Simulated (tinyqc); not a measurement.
# Worked calculation: p-n diode with diffusion and depletion-layer recombination

Program tinyqc, `OMP_NUM_THREADS=1 python tinyqc.py 2260010 2260011 out.jsonl`; Intel Xeon 2.30GHz, shared host, one thread, about 0.01 s. Printed values are rounded.

Abrupt junction in the depletion approximation, low injection, full ionisation, neutral widths fixed, ohmic contact on the p side. Vj is the junction voltage; where a series resistance Rs is given, V = Vj + J Rs is the terminal voltage.

Parameters, values chosen for the exercise; band and dielectric values close to those of silicon: temperature T = 300 K; band gap Eg = 1.11 eV; relative permittivity eps_r = 11.6; conduction-band density of states at T Nc = 2.84e19 cm^-3; valence-band density of states at T Nv = 2.62e19 cm^-3; acceptor density Na = 1.2e16 cm^-3; donor density Nd = 6.3e17 cm^-3; electron mobility in the p side mun = 980 cm^2/(V s); hole mobility in the n side mup = 190 cm^2/(V s); electron lifetime tn = 3e-9 s; hole lifetime tp = 2e-9 s; neutral width of the p side wp = 2.6 um; neutral width of the n side wn = 17 um; recombination velocity at the n contact Sp = 1e7 cm/s; series resistance Rs = 0.0083 ohm cm^2; trap level above the intrinsic level Et = 0 eV; junction voltage at which recombination is evaluated Vj = 0.33 V; terminal voltage V = 0.77 V.

Constants: q = 1.602176634e-19 C, kB = 1.380649e-23 J/K, Vt = kB T/q, eps0 = 8.8541878128e-14 F/cm where lengths are in cm. Results are converted to the units shown.

## Diffusion lengths and saturation currents

ni = sqrt(Nc Nv) exp(-Eg/(2 Vt)), Eg in volts; D = mu Vt; Ln = sqrt(Dn tn), Lp = sqrt(Dp tp); J0n = q ni^2 Dn coth(wp/Ln)/(Ln Na); J0p = (q ni^2 Dp/(Lp Nd)) (s + tanh(wn/Lp))/(1 + s tanh(wn/Lp)), s = Sp Lp/Dp.

ni = 1.29485e10 cm^-3
Ln = 2.75690 um
Lp = 0.991149 um
J0n = 2.79264e-10 A/cm^2
J0p = 2.11310e-12 A/cm^2

wp/Ln = 0.94 and wn/Lp = 17; electrons carry 99.2 % of the diffusion current.

## Recombination in the depleted layer

ni = sqrt(Nc Nv) exp(-Eg/(2 Vt)), Eg in volts. Vbi = Vt ln(Na Nd/ni^2), W = sqrt(2 eps0 eps_r (Vbi - Vj)(1/Na + 1/Nd)/q), xp = W Nd/(Na + Nd), xn = W Na/(Na + Nd); u(x) = q Na (x + xp)^2/(2 eps0 eps_r) for x < 0 and Vbi - Vj - q Nd (xn - x)^2/(2 eps0 eps_r) for x > 0; p = Na exp(-u/Vt), n = Nd exp((u - Vbi + Vj)/Vt); U = ni^2 (exp(Vj/Vt) - 1)/(tp (n + ni exp(Et/Vt)) + tn (p + ni exp(-Et/Vt))); J_scr = q times the integral of U from -xp to xn. Trapezoid rule on 13 equal steps.

W = 229.268 nm

```
point    x (nm)     u (V)   n (cm^-3)   p (cm^-3)  U (cm^-3 s^-1)
0      -224.983  0.000000   4.88669e9      1.2e16      1.62889e18
1      -207.347  0.002911   5.46914e9  1.07220e16      1.82304e18
2      -189.711  0.011644   7.66711e9  7.64829e15      2.55569e18
3      -172.075  0.026200  1.34633e10  4.35556e15      4.48774e18
4      -154.439  0.046577  2.96130e10  1.98022e15      9.87076e18
5      -136.803  0.072777  8.15868e10  7.18748e14      2.71926e19
6      -119.167  0.104799  2.81557e11  2.08272e14      9.37578e19
7      -101.531  0.142643  1.21708e12  4.81810e13      3.98799e20
8       -83.895  0.186310  6.58997e12  8.89843e12      1.46821e21
9       -66.259  0.235798  4.46945e13  1.31202e12      6.27907e20
10      -48.623  0.291109  3.79694e14  1.54441e11      7.71666e19
11      -30.987  0.352242  4.04038e15  1.45136e10      7.25667e18
12      -13.351  0.419197  5.38540e16   1.08888e9      5.44436e17
13        4.285  0.482779      6.3e17   9.30799e7      4.65398e16
```

J_scr = 7.68678e-4 A/cm^2

With 2000 steps J_scr = 7.661e-4 A/cm^2; the coarse value is 0.33 % above it. U is largest at x = -83.9 nm among these points; the peak lies where tp n = tn p. On the fine grid U peaks at 1.560e21 cm^-3 s^-1, and J_scr/(q U_max) is 13.4 % of W, the effective width of the recombining zone.

## Starting value

Vj = V/2.

Vj at the start = 0.385 V

## Iteration 1: new Vj

J0 = J0n + J0p = 2.81377e-10 A/cm^2

Diffusion current alone: J = J0 (exp(Vj/Vt) - 1), g = Vj + J Rs - V, g' = 1 + Rs J0 exp(Vj/Vt)/Vt, Vj(new) = Vj - g/g'.

J = 8.26045e-4 A/cm^2
g = -0.384993 V
g' = 1.00027
Vj after iteration 1 = 0.769891 V

## Iteration 2: new Vj

As before.

J = 2414.84 A/cm^2
g = 20.0431 V
g' = 776.306
Vj after iteration 2 = 0.744073 V

## Iteration 3: new Vj

As before.

J = 889.522 A/cm^2
g = 7.35710 V
g' = 286.588
Vj after iteration 3 = 0.718401 V

## Course of the iteration

Stop when the step is below 1e-10 V, or after 80 iterations.

Course of the iteration:
```
iteration  Vj before the step (V)   step (V)
1                           0.385      0.385
2                        0.769891    -0.0258
3                        0.744073    -0.0257
4                        0.718401    -0.0251
5                        0.693274    -0.0234
6                        0.669923    -0.0185
7                        0.651383   -9.65e-3
8                        0.641730   -1.96e-3
9                        0.639770   -6.53e-5
10                       0.639705   -6.89e-8
11                       0.639705  -7.66e-14
```

Converged in 11 iterations. In 3 iterations the step is within 3 % of -Vt = -25.9 mV: far above the solution the exponential dominates and a Newton step lowers its exponent by one.
